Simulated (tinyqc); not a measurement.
CIS and TDHF on RHF in the sto-6g basis, for BeH2, spin multiplicity 1, step by step. One step of it, computed by the program tinyqc.

Task: CIS matrix, triplets. A(ia,jb) = (e_a - e_i) d_ij d_ab - (ij|ab).

orbital energies (hartree): MO1 -4.601073, MO2 -0.424379, MO3 -0.382611, MO4 0.206715, MO5 0.210241, MO6 0.374021, MO7 0.718458

Two-electron integrals over orbitals (pq|rs), unique and non-zero (hartree):
```
(11|11) 2.280966    (21|11) -0.188059   (21|21) 0.024419    (22|11) 0.462387
(22|21) -0.005599   (22|22) 0.380467    (31|11) -0.011057   (31|21) 0.001101
(31|22) -0.001800   (31|31) 0.005305    (32|11) 0.000611    (32|21) -0.000934
(32|22) -0.021281   (32|31) 0.011118    (32|32) 0.157939    (33|11) 0.424660
(33|21) -0.002190   (33|22) 0.387294    (33|31) 0.001174    (33|32) 0.017599
(33|33) 0.414815    (41|11) 0.038168    (41|21) -0.004658   (41|22) 0.002588
(41|31) -0.000290   (41|32) 0.000031    (41|33) 0.001393    (41|41) 0.016534
(42|11) -0.019559   (42|21) 0.001403    (42|22) 0.007424    (42|31) 0.000075
(42|32) -0.000776   (42|33) 0.008741    (42|41) 0.014047    (42|42) 0.047244
(43|11) -0.001610   (43|21) 0.000099    (43|22) -0.001151   (43|31) -0.000148
(43|32) 0.012248    (43|33) 0.002051    (43|41) 0.000844    (43|42) 0.001964
(43|43) 0.014304    (44|11) 0.567701    (44|21) -0.007048   (44|22) 0.353485
(44|31) -0.000397   (44|32) 0.000060    (44|33) 0.337595    (44|41) -0.004672
(44|42) -0.024556   (44|43) -0.001778   (44|44) 0.452260    (51|51) 0.016025
(52|51) 0.014690    (52|52) 0.046870    (53|51) 0.000883    (53|52) 0.001987
(53|53) 0.012814    (54|51) -0.003028   (54|52) -0.008067   (54|53) -0.000517
(54|54) 0.025329    (55|11) 0.570059    (55|21) -0.006874   (55|22) 0.354785
(55|31) -0.000392   (55|32) 0.000056    (55|33) 0.337712    (55|41) 0.001167
(55|42) -0.009220   (55|43) -0.000801   (55|44) 0.400625    (55|55) 0.450117
(61|11) -0.196967   (61|21) 0.026223    (61|22) -0.005985   (61|31) 0.001736
(61|32) 0.000211    (61|33) -0.002710   (61|41) -0.002466   (61|42) 0.003582
(61|43) 0.000214    (61|44) -0.006479   (61|55) -0.005317   (61|61) 0.028755
(62|11) 0.137309    (62|21) -0.006320   (62|22) -0.016047   (62|31) -0.000176
(62|32) 0.006239    (62|33) -0.039853   (62|41) 0.003546    (62|42) -0.004277
(62|43) -0.000014   (62|44) 0.061064    (62|55) 0.065446    (62|61) -0.005126
(62|62) 0.082240    (63|11) 0.012650    (63|21) -0.000412   (63|22) 0.010844
(63|31) -0.000555   (63|32) -0.090290   (63|33) -0.013703   (63|41) 0.000222
(63|42) -0.000057   (63|43) -0.010385   (63|44) 0.005966    (63|55) 0.006307
(63|61) -0.000394   (63|62) 0.002982    (63|63) 0.084879    (64|11) 0.015685
(64|21) 0.000459    (64|22) 0.001745    (64|31) -0.000022   (64|32) -0.000375
(64|33) -0.003989   (64|41) 0.014845    (64|42) 0.040977    (64|43) 0.002711
(64|44) -0.002709   (64|55) 0.006815    (64|61) 0.003104    (64|62) 0.019646
(64|63) 0.001896    (64|64) 0.046169    (65|51) 0.016015    (65|52) 0.045897
(65|53) 0.003096    (65|54) -0.005223   (65|65) 0.049257    (66|11) 0.475384
(66|21) -0.007096   (66|22) 0.380442    (66|31) -0.000053   (66|32) 0.004371
(66|33) 0.390941    (66|41) 0.007449    (66|42) 0.021283    (66|43) 0.001820
(66|44) 0.352463    (66|55) 0.357612    (66|61) -0.006139   (66|62) -0.021437
(66|63) -0.004822   (66|64) 0.013490    (66|66) 0.402867    (71|11) 0.004166
(71|21) -0.001199   (71|22) -0.002175   (71|31) 0.009844    (71|32) 0.017620
(71|33) 0.002151    (71|41) 0.000048    (71|42) -0.000044   (71|43) -0.000525
(71|44) 0.000104    (71|55) 0.000078    (71|61) -0.000258   (71|62) 0.000341
(71|63) 0.000154    (71|64) -0.000136   (71|66) 0.000742    (71|71) 0.018878
(72|11) -0.011391   (72|21) 0.000111    (72|22) 0.005903    (72|31) 0.004394
(72|32) -0.040776   (72|33) -0.002648   (72|41) -0.000058   (72|42) 0.001587
(72|43) -0.010218   (72|44) -0.004995   (72|55) -0.005091   (72|61) 0.000491
(72|62) -0.008955   (72|63) 0.061520    (72|64) -0.000749   (72|66) 0.000138
(72|71) 0.008136    (72|72) 0.058319    (73|11) 0.148905    (73|21) -0.003954
(73|22) -0.001139   (73|31) 0.000145    (73|32) 0.000574    (73|33) -0.018424
(73|41) -0.000021   (73|42) -0.014233   (73|43) -0.001456   (73|44) 0.068032
(73|55) 0.068781    (73|61) -0.003535   (73|62) 0.076740    (73|63) 0.008898
(73|64) 0.009533    (73|66) -0.019077   (73|71) 0.000697    (73|72) -0.004379
(73|73) 0.086705    (74|11) -0.000170   (74|21) 0.000127    (74|22) 0.002909
(74|31) -0.002109   (74|32) -0.023397   (74|33) -0.002876   (74|41) -0.000348
(74|42) -0.001721   (74|43) 0.011394    (74|44) 0.000237    (74|55) -0.000009
(74|61) -0.000145   (74|62) -0.001133   (74|63) 0.014485    (74|64) -0.000576
(74|66) -0.001117   (74|71) -0.003623   (74|72) 0.004372    (74|73) -0.000180
(74|74) 0.020595    (75|51) -0.000376   (75|52) -0.001910   (75|53) 0.013225
(75|54) 0.000139    (75|65) -0.000761   (75|75) 0.016916    (76|11) 0.000469
(76|21) -0.000623   (76|22) -0.017289   (76|31) 0.009724    (76|32) 0.137115
(76|33) 0.017186    (76|41) -0.000147   (76|42) -0.001126   (76|43) 0.013389
(76|44) -0.000078   (76|55) -0.000255   (76|61) 0.000336    (76|62) 0.004622
(76|63) -0.088511   (76|64) -0.000928   (76|66) 0.005020    (76|71) 0.015826
(76|72) -0.048348   (76|73) -0.000370   (76|74) -0.019999   (76|76) 0.132574
(77|11) 0.549266    (77|21) -0.007150   (77|22) 0.404459    (77|31) -0.000786
(77|32) -0.007287   (77|33) 0.419181    (77|41) 0.001073    (77|42) 0.001706
(77|43) -0.000545   (77|44) 0.379987    (77|55) 0.379048    (77|61) -0.007475
(77|62) -0.020393   (77|63) 0.003304    (77|64) -0.004923   (77|66) 0.413002
(77|71) -0.000405   (77|72) 0.003220    (77|73) 0.002082    (77|74) 0.000913
(77|76) -0.005120   (77|77) 0.457632
```

Give: CIS matrix A, triplet.

Result:

CIS matrix A, triplet (hartree), lower triangle:
```
        1>4    1>5     1>6     1>7     2>4    2>5     2>6     2>7
1>4   4.240
1>5   0.000  4.241
1>6  -0.016  0.000   4.500
1>7   0.000  0.000   0.000   4.770
2>4   0.007  0.000   0.000   0.000   0.278
2>5   0.000  0.007   0.000   0.000   0.000  0.280
2>6   0.000  0.000   0.007   0.001  -0.002  0.000   0.418
2>7   0.000  0.000   0.001   0.007  -0.003  0.000   0.017   0.738
3>4   0.000  0.000   0.000   0.002   0.000  0.000   0.000   0.023
3>5   0.000  0.000   0.000   0.000   0.000  0.000   0.000   0.000
3>6   0.000  0.000   0.000  -0.010   0.000  0.000  -0.004  -0.137
3>7   0.002  0.000  -0.010   0.001   0.023  0.000  -0.137   0.007

       3>4    3>5     3>6    3>7
3>4  0.252
3>5  0.000  0.255
3>6  0.004  0.000   0.366
3>7  0.003  0.000  -0.017  0.682
```
